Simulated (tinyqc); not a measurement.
Permittivity and interface capacitance from two thicknesses.

Problem. 1/C = t/(eps0 ek) + 2/ci for planar capacitors that differ only in thickness. Find ek, ci and the EOT of the interfaces, 2 x 3.9 eps0/ci.

Constants: eps0 = 8.8541878128e-14 F/cm where lengths are in cm. Results are converted to the units shown.

C at t = 3.4 and 10 nm (uF/cm^2): 4.5699224  1.6958556

Solution. 1/C is a straight line in t: the slope gives ek and the intercept 2/ci. A single thickness would give only the effective permittivity; when the interfaces are a small part of 1/C, ci needs very accurate data.

ek = 20.10
ci = 72.00 uF/cm^2
EOT of the interfaces = 0.09592 nm

tinyqc, about 0.01 s, one thread, Intel Xeon 2.30GHz (shared host): `OMP_NUM_THREADS=1 python tinyqc.py 2102189 2102190 out.jsonl`
